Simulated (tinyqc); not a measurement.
## Ground and coupling capacitance from two measurements

Question. A line has Cg to the planes and Cc to each of two neighbours. Find Cg, Cc, the load when both neighbours switch in antiphase, and the pulse on the line when it floats and both neighbours swing by Vx.

Inputs (values chosen for the exercise):
```
symbol  value  unit  meaning
Vx          1     V    swing
```

capacitance with neighbours driven alike and with neighbours grounded (aF/um): [60, 260]

Answer. Driven alike, Cc carries no charge, which leaves Cg; grounded neighbours give Cg + 2 Cc, antiphase Cg + 4 Cc; a floating line divides the swing as 2 Cc/(Cg + 2 Cc).

Cg = 60.00 aF/um
Cc = 100.0 aF/um
load in antiphase = 460.0 aF/um
pulse = 0.7692 V

Numbers from tinyqc (`OMP_NUM_THREADS=1 python tinyqc.py 2790214 2790215 out.jsonl`; about 0.6 s on one thread of a shared Intel Xeon 2.30GHz).
